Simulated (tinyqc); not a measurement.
# Transistor under a ferroelectric capacitor (negative capacitance), static model: what changes with what

A ferroelectric film of thickness tf lies between the gate and an inner metal at potential v, which drives an ordinary transistor. One domain, P = Q (background permittivity neglected): Vg = v + tf (2 al Q + 4 be Q^3), al = -3 sqrt(3) Ec/(4 Pr), be = 3 sqrt(3) Ec/(8 Pr^3). Gate charge Q(v) = Qi + Cp v with the channel charge Qi = Cox n Vt ln(1 + exp((v - VT)/(n Vt))). Q in uC/cm^2, E in kV/cm; 1 nm times 1 kV/cm is 1e-4 V. Domains, leakage and the switching time are left out.

Inputs (values chosen for the exercise); Pr and Ec close to those of hafnium oxide based films:
- T = 300 K (temperature)
- Pr = 9 uC/cm^2 (remanent polarisation)
- Ec = 800 kV/cm (coercive field)
- Cox = 3.5 uF/cm^2 (capacitance of the inner oxide)
- Cp = 0.59 uF/cm^2 (overlap capacitance per gate area)
- VT = 0.4 V (threshold of the inner transistor)
- n = 1.16 (subthreshold factor of the inner transistor)
- Vg = 0.11 V (gate voltage)

Constants: q = 1.602176634e-19 C, kB = 1.380649e-23 J/K, Vt = kB T/q. Results are converted to the units shown.

Each table varies one quantity; the others keep the values above.

## Effect of the capacitance of the inner oxide

C = dQ/dv = Cox/(1 + exp(-(v - VT)/(n Vt))) + Cp; dVg/dv = 1 + C tf (2 al + 12 be Q^2); gain = dv/dVg. The largest gain is taken over -0.3 V < v < 2.5 V, tc is the thickness at which dVg/dv first touches zero, the swing is n Vt ln 10 (1 + 2 al tf Cp), v solves Vg(v) = Vg, and the last column compares Qi(v) with Qi(Vg) of the transistor without the film.

In this table tf = 9.8 nm.

Effect of the capacitance of the inner oxide:

| Cox (uF/cm^2) | tc (nm) | largest gain | swing (mV/decade) | v at Vg (V) | Qi with/without film |
|---|---|---|---|---|---|
| 1 | 27.55 | 1.552 | 59.83 | 0.1270 | 1.760 |
| 1.5 | 21.04 | 1.872 | 59.83 | 0.1270 | 1.760 |
| 2 | 17.05 | 2.352 | 59.83 | 0.1270 | 1.760 |
| 2.5 | 14.35 | 3.154 | 59.83 | 0.1270 | 1.760 |
| 3 | 12.40 | 4.762 | 59.83 | 0.1270 | 1.760 |
| 3.5 | 10.94 | 9.616 | 59.83 | 0.1270 | 1.760 |

Read the table: what changes, and by how much?

As Cox goes from 1 to 3.5 uF/cm^2, the largest gain rises from 1.55 to 9.62, the swing stays at 59.8 mV a decade and tc falls from 27.6 to 10.9 nm. At Cox = 4, 4.5, 5 uF/cm^2 tf is within 2 % of tc or beyond it, so those rows are left out. At Cox = 3.5 uF/cm^2 the gain relies on a single-domain state close to the fold, which domains would spoil.

## Effect of the ferroelectric thickness

Same model as above.

Effect of the ferroelectric thickness:

| tf (nm) | tc (nm) | largest gain | swing (mV/decade) | v at Vg (V) | Qi with/without film |
|---|---|---|---|---|---|
| 1.1 | 10.94 | 1.112 | 68.02 | 0.1117 | 1.057 |
| 1.5 | 10.94 | 1.159 | 67.64 | 0.1123 | 1.080 |
| 2 | 10.94 | 1.224 | 67.17 | 0.1131 | 1.108 |
| 2.8 | 10.94 | 1.344 | 66.42 | 0.1144 | 1.157 |
| 3.8 | 10.94 | 1.532 | 65.48 | 0.1160 | 1.222 |
| 5.2 | 10.94 | 1.906 | 64.16 | 0.1184 | 1.323 |
| 7.1 | 10.94 | 2.850 | 62.37 | 0.1218 | 1.481 |
| 9.6 | 10.94 | 8.178 | 60.02 | 0.1266 | 1.737 |

What does the table show?

As tf goes from 1.1 to 9.6 nm, the largest gain rises from 1.11 to 8.18, the swing falls from 68.0 to 60.0 mV a decade and tc stays at 10.9 nm. The gain grows as 1/(1 - tf/tc), the swing falls only linearly, because below threshold the film works against the small Cp. At tf = 13 nm tf is within 2 % of tc or beyond it, so those rows are left out. At tf = 9.6 nm the gain relies on a single-domain state close to the fold, which domains would spoil.

tinyqc, about 0.04 s, one thread, Intel Xeon 2.30GHz (shared host): `OMP_NUM_THREADS=1 python tinyqc.py 2860129 2860130 out.jsonl`
